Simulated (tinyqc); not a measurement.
Starting guesses with DIIS over 6 matrices: SCF starting guesses in the 3-21g basis, for H3, spin multiplicity 2. Computed by the program tinyqc with PySCF. UHF with one setting changed at a time; a run stops when the energy changes by less than 1e-09 hartree and the error matrix is below 1e-5. Starts: the lowest orbitals of the core Hamiltonian, of the Wolfsberg-Helmholz matrix (K = 1.75), projected atomic densities, random orbitals, and the highest orbitals of the core Hamiltonian (a deliberately bad start).

Geometry (angstrom):

| atom | x | y | z |
|---|---|---|---|
| H | 0.0000 | 0.0000 | 0.0000 |
| H | 0.0000 | 0.0000 | 1.1980 |
| H | 0.0000 | 1.3130 | 0.1080 |

lowest solution found by these runs and by PySCF with stability checks = -1.534552 hartree

Largest element of the error matrix X^T (FDS - SDF) X:

| iteration | core | Wolfsberg-Helmholz | atomic densities | random | highest core orbitals |
|---|---|---|---|---|---|
| 1 | 8.9e-02 | 2.0e-01 | 6.7e-02 | 4.3e-01 | 1.7e-01 |
| 2 | 2.2e-02 | 4.3e-02 | 3.3e-02 | 1.4e-01 | 9.8e-02 |
| 3 | 1.0e-02 | 1.1e-02 | 1.9e-02 | 5.1e-02 | 8.2e-02 |
| 4 | 4.7e-03 | 5.5e-03 | 9.9e-03 | 3.0e-02 | 3.1e-02 |
| 5 | 2.1e-03 | 2.0e-03 | 3.7e-03 | 1.1e-02 | 2.0e-02 |
| 6 | 7.7e-04 | 9.0e-04 | 2.5e-03 | 8.2e-03 | 1.9e-02 |
| 8 | 4.3e-05 | 3.5e-05 | 1.6e-04 | 8.8e-04 | 6.3e-04 |
| 10 | 1.8e-06 | 2.6e-06 | 8.1e-06 | 3.0e-05 | 1.0e-04 |
| 14 | - | - | - | - | 1.0e-07 |

How each run ends:

| run | iterations | E (hartree) | state |
|---|---|---|---|
| core | 11 | -1.534552 | lowest found |
| Wolfsberg-Helmholz | 11 | -1.534552 | lowest found |
| atomic densities | 12 | -1.534552 | lowest found |
| random | 13 | -1.534552 | lowest found |
| highest core orbitals | 14 | -1.534552 | lowest found |

What does the comparison show, and why?

5 of 5 runs reach the lowest solution found, in 11 to 14 iterations (fastest: core, Wolfsberg-Helmholz). The first errors are 9e-02, 2e-01, 7e-02, 4e-01, 2e-01.
